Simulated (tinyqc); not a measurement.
Inside a calculation. Method: sp3 tight binding, zinc-blende lattice. Computed by tinyqc, a small Python program that keeps every step. Command: `OMP_NUM_THREADS=1 python tinyqc.py 23477 23478 out.jsonl` (the two numbers bound the seeds that draw the settings). One thread of a shared host (Intel(R) Xeon(R) Processor @ 2.60GHz), about 0.01 s of CPU time with the checks.

## Bloch Hamiltonian at k

Parameters chosen for this model: zinc-blende lattice, anion at 0, cation at a/4 (1,1,1); V = eta hbar^2 / (m d^2), hbar^2/m = 7.619964 eV angstrom^2:
```
parameter          value      unit
a               5.800000  angstrom
d               2.511474  angstrom
Es anion      -11.390000        eV
Ep anion       -5.630000        eV
Es cation     -11.390000        eV
Ep cation      -5.630000        eV
eta ss         -1.320000
eta sp          1.420000
eta pp sigma    2.220000
eta pp pi      -0.630000
V ss           -1.594665        eV
V sp            1.715473        eV
V pp sigma      2.681937        eV
V pp pi        -0.761090        eV
```

k point k (2 pi / a): -0.780000  0.380000  -0.100000

Slater-Koster rules over the four bonds with direction cosines (l, m, n): ss V_ss; s-px l V_sp; px-s -l V_sp; px-px l^2 V_pps + (1 - l^2) V_ppp; px-py l m (V_pps - V_ppp); each times exp(i k.d).

H(k) at k (eV), lower triangle (Hermitian):
```
                      a s                 a px                a py                 a pz
a s            -11.390000
a px             0.000000            -5.630000
a py             0.000000             0.000000           -5.630000
a pz             0.000000             0.000000            0.000000            -5.630000
c s   -1.765067-0.527712i  -0.118000-3.044989i  0.482279+0.745020i  -2.069372-0.173631i
c px   0.118000+3.044989i   0.427895+0.127930i  2.397919+0.201198i  -0.558849-0.863304i
c py  -0.482279-0.745020i   2.397919+0.201198i  0.427895+0.127930i   0.136734+3.528431i
c pz   2.069372+0.173631i  -0.558849-0.863304i  0.136734+3.528431i   0.427895+0.127930i

             c s       c px       c py       c pz
c s   -11.390000
c px    0.000000  -5.630000
c py    0.000000   0.000000  -5.630000
c pz    0.000000   0.000000   0.000000  -5.630000
```

## Levels at k

Diagonalise the Hermitian matrix.

eigenvalues (eV): -14.664235  -12.254664  -10.177834  -9.637572  -4.165843  -3.181825  -1.558715  -0.919314

weights |c|^2 of the basis functions:
```
        band 1    band 2    band 3    band 4    band 5    band 6    band 7    band 8
a s   0.436435  0.323661  0.012419  0.004383  0.159338  0.058120  0.001760  0.003885
a px  0.046470  0.081472  0.091753  0.099365  0.206943  0.324382  0.042074  0.107542
a py  0.004753  0.023516  0.185163  0.282674  0.002426  0.002962  0.290024  0.208481
a pz  0.012342  0.071350  0.210665  0.113578  0.131293  0.114537  0.166142  0.180092
c s   0.436435  0.323661  0.012419  0.004383  0.159338  0.058120  0.001760  0.003885
c px  0.046470  0.081472  0.091753  0.099365  0.206943  0.324382  0.042074  0.107542
c py  0.004753  0.023516  0.185163  0.282674  0.002426  0.002962  0.290024  0.208481
c pz  0.012342  0.071350  0.210665  0.113578  0.131293  0.114537  0.166142  0.180092
```

## Bloch Hamiltonian at L

k point L (2 pi / a): 0.500000  0.500000  0.500000

As before.

H(k) at L (eV), lower triangle (Hermitian):
```
                      a s                 a px                 a py                 a pz
a s            -11.390000
a px             0.000000            -5.630000
a py             0.000000             0.000000            -5.630000
a pz             0.000000             0.000000             0.000000            -5.630000
c s   -2.255198-2.255198i   1.400678+1.400678i   1.400678+1.400678i   1.400678+1.400678i
c px  -1.400678-1.400678i   0.546715+0.546715i  -1.623059-1.623059i  -1.623059-1.623059i
c py  -1.400678-1.400678i  -1.623059-1.623059i   0.546715+0.546715i  -1.623059-1.623059i
c pz  -1.400678-1.400678i  -1.623059-1.623059i  -1.623059-1.623059i   0.546715+0.546715i

             c s       c px       c py       c pz
c s   -11.390000
c px    0.000000  -5.630000
c py    0.000000   0.000000  -5.630000
c pz    0.000000   0.000000   0.000000  -5.630000
```

## Levels at L

As before.

eigenvalues (eV): -15.442940  -12.311229  -8.698523  -8.698523  -5.336972  -2.561477  -2.561477  -0.948859

## Bands along a path

The same steps at evenly spaced points between the labelled ones.

Bands along the path (eV):
```
k             band 1      band 2      band 3      band 4     band 5     band 6     band 7     band 8
L         -15.442940  -12.311229   -8.698523   -8.698523  -5.336972  -2.561477  -2.561477  -0.948859
L-G 0.25  -15.993548  -11.530871   -8.526048   -8.526048  -5.248710  -2.733952  -2.733952  -1.266871
L-G 0.50  -16.885347   -9.949317   -8.059713   -8.059713  -5.045304  -3.200287  -3.200287  -2.160032
L-G 0.75  -17.536135   -8.221134   -7.479300   -7.479300  -4.895021  -3.780700  -3.780700  -3.387710
G         -17.768662   -7.176342   -7.176342   -7.176342  -5.011338  -4.083658  -4.083658  -4.083658
G-X 0.25  -17.456520   -7.983125   -7.894353   -7.894353  -4.572393  -4.027961  -3.365647  -3.365647
G-X 0.50  -16.553443   -9.603962   -9.055327   -9.055327  -3.999072  -3.883523  -2.204673  -2.204673
G-X 0.75  -15.155191  -11.491286   -9.912341   -9.912341  -3.714058  -3.679465  -1.347659  -1.347659
X         -13.407917  -13.407917  -10.220704  -10.220704  -3.612083  -3.612083  -1.039296  -1.039296
X-W 0.25  -13.407917  -13.407917  -10.220704  -10.220704  -3.612083  -3.612083  -1.039296  -1.039296
X-W 0.50  -13.407917  -13.407917  -10.220704  -10.220704  -3.612083  -3.612083  -1.039296  -1.039296
X-W 0.75  -13.407917  -13.407917  -10.220704  -10.220704  -3.612083  -3.612083  -1.039296  -1.039296
W         -13.407917  -13.407917  -10.220704  -10.220704  -3.612083  -3.612083  -1.039296  -1.039296
```

With 4 band(s) filled, the highest filled level on these points lies at G and the lowest empty one at L: a gap of 1.8394 eV, indirect.
